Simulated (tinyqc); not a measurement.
Peierls distortion of a half-filled chain: one step. The equilibrium distortion. Three cases, with inputs chosen for the exercise.

Problem. dE/du = 0 gives 1 = (4 al^2/K) mean(sin^2 x/|E|); solve with the exact mean, and compare with the weak-coupling form D = 8 t exp(-1 - 1/(2 lambda)).

Atoms move by +/- u, so bonds change by -/+ 2u and hoppings are t +/- 2 al u. Bands E = -/+ sqrt((2 t cos x)^2 + D^2 sin^2 x) with D = 4 al u, x = k a in (0, pi/2); the gap is 2D. Energy per atom at zero temperature: E(u) = -mean_x sqrt(...) + 2 K u^2; exactly, the mean is (4t/pi) E(1 - z^2), z = D/2t, E the complete elliptic integral of the second kind with parameter m. Coupling lambda = 2 al^2/(pi t K).

Case 1.

Values chosen:
- t = 2.5 eV (hopping of the even chain)
- al = 4.3 eV/angstrom (change of hopping with bond length)
- K = 20.2 eV/angstrom^2 (spring constant of a bond)

Case 2.

Values chosen:
- t = 2.02 eV (hopping of the even chain)
- al = 3.5 eV/angstrom (change of hopping with bond length)
- K = 20.1 eV/angstrom^2 (spring constant of a bond)

Case 3.

Values chosen:
- t = 2.28 eV (hopping of the even chain)
- al = 5.4 eV/angstrom (change of hopping with bond length)
- K = 36.5 eV/angstrom^2 (spring constant of a bond)

Give: lambda; u0; gap 2D; gap, weak coupling; E(u0) - E(0) per atom.

Solution.

Case 1.

lambda = 0.2331
u0 = 0.0523 angstrom
gap 2D = 1.801 eV
gap, weak coupling = 1.723 eV
E(u0) - E(0) per atom = -24.80 meV

Long and short bonds differ by 4 u0 = 0.2094 angstrom. The weak-coupling gap is 0.957 of the full one. The gain is far smaller than the gap, since only states near the zone edge move.

Case 2.

lambda = 0.1921
u0 = 0.0321 angstrom
gap 2D = 0.899 eV
gap, weak coupling = 0.880 eV
E(u0) - E(0) per atom = -7.81 meV

Long and short bonds differ by 4 u0 = 0.1284 angstrom. The weak-coupling gap is 0.979 of the full one. The gain is far smaller than the gap, since only states near the zone edge move.

Case 3.

lambda = 0.2231
u0 = 0.0343 angstrom
gap 2D = 1.482 eV
gap, weak coupling = 1.427 eV
E(u0) - E(0) per atom = -18.52 meV

Long and short bonds differ by 4 u0 = 0.1372 angstrom. The weak-coupling gap is 0.963 of the full one. The gain is far smaller than the gap, since only states near the zone edge move.

Computed by tinyqc, one run a case: `OMP_NUM_THREADS=1 python tinyqc.py N N+1 out.jsonl` with N = 1651719, 1651774, 1652029; one thread of a shared Intel(R) Xeon(R) Processor @ 2.30GHz, about 0.08 s a run at most.
